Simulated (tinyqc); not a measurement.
# Resistance of a source-drain extension with a graded tip: what changes with what

y runs along the channel, the gate covers y > 0. The doping is N0 for y < y0 and N0 10^(-(y - y0)/la) beyond, uniform over the depth xj. Sheet conductance s(y) = q mu(N) max(N - Nch, 0) xj + (for y > 0) ma Cox Vo, with mu(N) = u0 + (u1 - u0)/(1 + (N/Nr)^au) and Cox = eps0 eox/tox. Current is taken as one-dimensional; depletion of the tip, spreading and the contact are left out. The metallurgical junction lies at yj, where N = Nch.

Parameters, values chosen for the exercise; mobility law close to that of electrons in silicon: relative permittivity of the gate insulator (close to silicon dioxide) eox = 3.9; insulator thickness tox = 1.1 nm; active doping of the extension far from the gate N0 = 6.8e19 cm^-3; lateral abruptness la = 5 nm/decade; depth of the extension xj = 18 nm; channel doping Nch = 7.1e17 cm^-3; spacer length Ls = 10 nm; gate overdrive Vo = 0.31 V; mobility of the gate-induced layer ma = 130 cm^2/(V s); mobility at low doping u1 = 1414 cm^2/(V s); mobility at high doping u0 = 68.5 cm^2/(V s); reference doping Nr = 9.2e16 cm^-3; exponent au = 0.711; gate length Lg = 60 nm.

Constants: q = 1.602176634e-19 C, eps0 = 8.8541878128e-14 F/cm where lengths are in cm. Results are converted to the units shown.

Each table varies one quantity; the others keep the values above.

## Abruptness at a fixed junction position

R_spacer = integral of dy/s from -Ls to 0, R_ov from 0 to yj, R_channel = (Lg - 2 yj)/(ma Cox Vo), R_total = 2 R_spacer + 2 R_ov + R_channel. Electrical length L_eff = ma Cox dR_total/d(1/Vo); R_series = R_total - L_eff/(ma Cox Vo). y0 is moved with la so that yj stays at 13.906 nm.

The same in every row: yj (nm) = 13.91; R_channel (ohm um) = 254.4.

Results:
```
la (nm/decade)  R_spacer (ohm um)  R_ov (ohm um)  R_total (ohm um)  L_eff (nm)  R_series (ohm um)
1                           6.388          13.42             294.0       33.24              31.31
2.3                         6.388          20.18             307.6       34.40              35.64
3.6                         6.388          26.93             321.1       35.56              39.97
4.9                         6.388          33.69             334.6       36.72              44.29
6.1                         6.388          39.93             347.1       37.80              48.29
8.7                         7.486          52.55             374.5       40.08              57.71
10                          9.871          57.50             389.2       41.13              64.08
```

Estimate the missing row, la = 7.4 nm/decade.

Computed row:
```
la (nm/decade)  R_spacer (ohm um)  R_ov (ohm um)  R_total (ohm um)  L_eff (nm)  R_series (ohm um)
7.4                         6.443          46.64             360.6       38.96              52.65
```

With this row back in the table: As la goes from 1 to 10 nm/decade, R_total rises from 294 to 389 ohm um, R_spacer rises from 6.39 to 9.87 ohm um and R_ov rises from 13.4 to 57.5 ohm um. R_total changes on average by 10.6 ohm um for each nm/decade. L_eff exceeds the metallurgical length by 1.05 nm in the first row and 8.94 nm in the last, since the gate also controls the lightly doped tips.

## Effect of the position under the gate where the fall begins

Same model as above.

Effect of the position under the gate where the fall begins:
```
y0 (nm)  yj (nm)  R_spacer (ohm um)  R_ov (ohm um)  R_channel (ohm um)  R_total (ohm um)  L_eff (nm)  R_series (ohm um)
-6         3.906              17.89          21.05               412.5             490.4       56.00              47.71
-4         5.906              10.12          26.74               380.9             454.6       52.53              39.37
-2         7.906              7.085          30.10               349.3             423.7       48.72              38.56
0          9.906              6.388          31.85               317.7             394.1       44.77              40.25
2          11.91              6.388          33.03               286.0             364.9       40.79              42.44
4          13.91              6.388          34.21               254.4             335.6       36.81              44.63
6          15.91              6.388          35.39               222.8             306.4       32.84              46.81
8          17.91              6.388          36.58               191.2             277.1       28.86              49.00
```

Read the table: what changes, and by how much?

As y0 goes from -6 to 8, R_total falls from 490 to 277 ohm um, L_eff falls from 56.0 to 28.9 nm and R_series goes from 47.7 through a minimum of 38.6 (at y0 = -2 among the rows listed) to 49.0 ohm um. More overlap also shortens the channel and adds capacitance, effects on threshold and speed that are left out.

tinyqc, about 0.03 s, one thread, Intel Xeon 2.30GHz (shared host): `OMP_NUM_THREADS=1 python tinyqc.py 2282017 2282018 out.jsonl`
